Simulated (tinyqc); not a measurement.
## Permittivity of the insulator from five potentials

Inverse problem. A node lies on a semiconductor-insulator interface. Steps: hs = tb/3 down into the semiconductor, ho = tox/2 up into the insulator, hy = L/7 sideways. The flux balance of its box reads eox (hy/ho)(above - node) + eps_r (hy/hs)(below - node) + [(eps_r hs + eox ho)/(2 hy)](left + right - 2 node) - q Na (hs/2) hy/eps0 = 0. Find eox.

Parameters, values chosen for the exercise; semiconductor permittivity close to that of silicon: relative permittivity of the semiconductor eps_r = 11.7; half the body thickness tb = 8 nm; insulator thickness tox = 1.1 nm; channel length L = 56 nm; acceptor density of the depleted body Na = 0 cm^-3.

Constants: q = 1.602176634e-19 C, eps0 = 8.8541878128e-14 F/cm where lengths are in cm. Results are converted to the units shown.

psi (V): node -0.017453837, above -0.043627307, below 0.019902407, left -0.049074957, right 0.097439941

Answer. The balance is linear in eox.

eox = 3.900

Program tinyqc, `OMP_NUM_THREADS=1 python tinyqc.py 2480025 2480026 out.jsonl`; Intel Xeon 2.30GHz, shared host, one thread, about 0.09 s.
